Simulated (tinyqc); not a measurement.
Surface potential of a MOS transistor: implicit equation and explicit approximations: two steps of the calculation.

p-type body, charge-sheet picture, depletion and inversion only, full ionisation (an idealisation for deep acceptors), Boltzmann statistics (rough once Na exp(x - xn) passes about Nc/7). In units of Vt: xg = (Vg - Vfb)/Vt, x = psi/Vt, G = gamma/sqrt(Vt), xn = (2 phiF + Vc)/Vt. The implicit equation is (xg - x)^2 = G^2 [x - 1 + exp(x - xn)] for x above about 3. Cox = eps0 eox/tox.

Values chosen for this exercise; band and dielectric values close to those of silicon:

| symbol | value | unit | meaning |
|---|---|---|---|
| T | 300 | K | temperature |
| Eg | 1.12 | eV | band gap |
| eps_r | 11.6 |  | relative permittivity |
| Nc | 2.83e19 | cm^-3 | conduction-band density of states at T |
| Nv | 2.64e19 | cm^-3 | valence-band density of states at T |
| eox | 3.9 |  | relative permittivity of the gate insulator (close to silicon dioxide) |
| tox | 2 | nm | insulator thickness |
| Na | 5e16 | cm^-3 | acceptor density |
| Vfb | -0.67 | V | flat-band voltage |
| Vc | 1 | V | channel-body voltage |
| Vg | 2.02 | V | gate-body voltage |

Constants: q = 1.602176634e-19 C, kB = 1.380649e-23 J/K, Vt = kB T/q, eps0 = 8.8541878128e-14 F/cm where lengths are in cm. Results are converted to the units shown.

Question 1. Scales. ni = sqrt(Nc Nv) exp(-Eg/(2 Vt)), Eg in volts; phiF = Vt ln(Na/ni); gamma = sqrt(2 q eps0 eps_r Na)/Cox; VT = Vfb + Vt (xn + G sqrt(xn - 1)).

Wanted: phiF; gamma; G; xn; VT; xg.

Answer 1.

phiF = 0.3970 V
gamma = 0.07430 V^0.5
G = 0.4621
xn = 69.40
VT = 1.223 V
xg = 104.1

Question 2. Explicit approximation. Depletion value a = 1 + [sqrt(G^2/4 + xg - 1) - G/2]^2; inversion value b = xn + ln[(xg - xn)^2/G^2 - xn + 1] and first guess y = min(a, b) - ln(1 + exp(-|a - b|)) if a > xn + 1, else b = y = a; one second-order correction with D = exp(y - xn), p = 2 (xg - y) + G^2 (1 + D), w = (xg - y)^2 - G^2 (y - 1 + D): z = y + 2 w/(p + sqrt(p^2 - 2 (2 - G^2 D) w)), or the Newton step z = y + w/p where the root is not real.

G = 0.46209167
xn = 69.397571
xg = 104.05385

Give: a; b; y; p; w; z.

Answer 2.

a = 99.468
b = 78.020
y = 78.020
p = 1238.7
w = -525.15
z = 77.429

The root of the implicit equation is x = 77.4782; y misses it by 0.54 and z by -0.049, in units of Vt.

Computed by the program tinyqc: `OMP_NUM_THREADS=1 python tinyqc.py 2122186 2122187 out.jsonl`, one thread of a shared Intel Xeon 2.30GHz, about 0.01 s for the whole run.
